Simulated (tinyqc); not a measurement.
# Worked calculation: a chain with a side-coupled site and dephasing by Buettiker voltage probes

Program tinyqc, `OMP_NUM_THREADS=1 python tinyqc.py 2700023 2700024 out.jsonl`; Intel Xeon 2.30GHz, shared host, one thread, about 0.01 s. Printed values are rounded.

Sites 1 to 4 form a chain with hopping -t, and site 5 hangs on site 1 by -ts. Lead L joins site 1 and lead R site 4, both semi-infinite chains with hopping -t and site energy 0. Every site carries a probe with self-energy -i Gamma_p/2 that draws no net current. Linear response at zero temperature: mu_L = 1, mu_R = 0 in units of the bias.

Values chosen for this exercise:

| symbol | value | unit | meaning |
|---|---|---|---|
| t | 1 | eV | hopping (matrix element -t) |
| U | [0, 0, 0, 0, -0.85] | eV | site energies 1 to N |
| E | -0.85 | eV | Fermi energy |
| gp | 0.19 | eV | probe broadening Gamma_p |
| ts | 0.94 | eV | hopping from site 1 to the side site 5 |

Constants: q = 1.602176634e-19 C, h = 6.62607015e-34 J s. Results are converted to the units shown.

## Green function

Sigma = t^2 g(E), g(x) = (x - i sqrt(4 t^2 - x^2))/(2 t^2) for |x| < 2 t and (x - sign(x) sqrt(x^2 - 4 t^2))/(2 t^2) otherwise; Gamma = -2 Im Sigma; G = (E - H - Sigma_L - Sigma_R + i Gamma_p/2)^(-1).

Sigma = -0.425000-0.905193i eV
Gamma = 1.81039 eV

G (1/eV):
```
                   1                  2                  3                  4
1  -0.00020-0.08931i   0.07996-0.03590i   0.06475+0.05120i  -0.02005+0.07326i
2   0.07996-0.03590i  -0.33582-0.83893i   0.55489-0.64529i   0.74618+0.23772i
3   0.06475+0.05120i   0.55489-0.64529i   0.34560-0.65241i   0.67689+0.05791i
4  -0.02005+0.07326i   0.74618+0.23772i   0.67689+0.05791i  -0.16532-0.25280i
5   0.88365-0.00197i   0.35521+0.79117i  -0.50656+0.64073i  -0.72492-0.19843i

                   5
1   0.88365-0.00197i
2   0.35521+0.79117i
3  -0.50656+0.64073i
4  -0.72492-0.19843i
5   0.01954-1.78280i
```

## Transmissions between terminals

With Gamma the broadening by one lead, T_RL = Gamma^2 |G_(4,1)|^2, T_pL = Gamma Gamma_p |G_(p,1)|^2, T_pR = Gamma Gamma_p |G_(p,4)|^2, T_pq = Gamma_p^2 |G_(p,q)|^2 for p != q.

T_RL = 0.0189101

```
probe      T_pL      T_pR
1      0.002743  0.001985
2      0.002642  0.210957
3      0.002344  0.158755
4      0.001985  0.031384
5      0.268590  0.194305
```

T_pq:
```
           1          2          3          4          5
1  0.0000000  0.0002773  0.0002460  0.0002083  0.0281885
2  0.0002773  0.0000000  0.0261475  0.0221399  0.0271519
3  0.0002460  0.0261475  0.0000000  0.0166614  0.0240836
4  0.0002083  0.0221399  0.0166614  0.0000000  0.0203923
5  0.0281885  0.0271519  0.0240836  0.0203923  0.0000000
```

## Probe potentials and effective transmission

No current into probe p: W mu = T_pL with W_pp = T_pL + T_pR + sum_q T_pq and W_pq = -T_pq. Then T_eff = T_RL + sum_p T_pR mu_p, and the resistance is (h/2q^2)/T_eff.

W:
```
           1          2          3          4          5
1   0.033648  -0.000277  -0.000246  -0.000208  -0.028189
2  -0.000277   0.289316  -0.026148  -0.022140  -0.027152
3  -0.000246  -0.026148   0.228238  -0.016661  -0.024084
4  -0.000208  -0.022140  -0.016661   0.092770  -0.020392
5  -0.028189  -0.027152  -0.024084  -0.020392   0.562712
```

mu_p, probe 1 to 5: 0.516927  0.079054  0.086887  0.170653  0.516927
T_eff = 0.156204
resistance = 82.6254 kohm

Without probes the transmission is 0. With them, 12.1 % of the current crosses without entering a probe.

## Current at both leads

In units of (2 q^2/h) times the bias, T_RL + sum_p T_pL (1 - mu_p) leaves L and T_RL + sum_p T_pR mu_p enters R.

current leaving L = 0.156204
current entering R = 0.156204

The two are equal: the probes conserve the current.
